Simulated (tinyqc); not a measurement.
## Thickness and doping from the maximum and minimum capacitance

Inverse problem. A MOS capacitor has Cmax = Cox = eps0 eox/tox and 1/Cmin = 1/Cox + Wm/(eps0 eps_r), with Wm = sqrt(4 eps0 eps_r Vt ln(N/ni)/(q N)) and N well above ni. Find tox, Wm and N.

Values chosen for this exercise; band and dielectric values those of a made-up semiconductor:
```
symbol  value  unit                                                                 meaning
T         300     K                                                             temperature
eps_r    13.4                                                         relative permittivity
eox      7.39        relative permittivity of the gate insulator (close to silicon nitride)
```

Constants: q = 1.602176634e-19 C, kB = 1.380649e-23 J/K, Vt = kB T/q, eps0 = 8.8541878128e-14 F/cm where lengths are in cm. Results are converted to the units shown.

Cmax = 0.40895280 uF/cm^2
Cmin = 0.093362617 uF/cm^2
ni = 4.9657315e11 cm^-3

Answer. Cmax gives tox and the series difference Wm. N follows by iterating N = 4 eps0 eps_r Vt ln(N/ni)/(q Wm^2); ln(N/ni)/N falls steadily for N > e ni, so there is one root in that range.

tox = 16.00 nm
Wm = 98.07 nm
N = 9.700e16 cm^-3

tinyqc, about 0.01 s, one thread, Intel Xeon 2.30GHz (shared host): `OMP_NUM_THREADS=1 python tinyqc.py 2060127 2060128 out.jsonl`
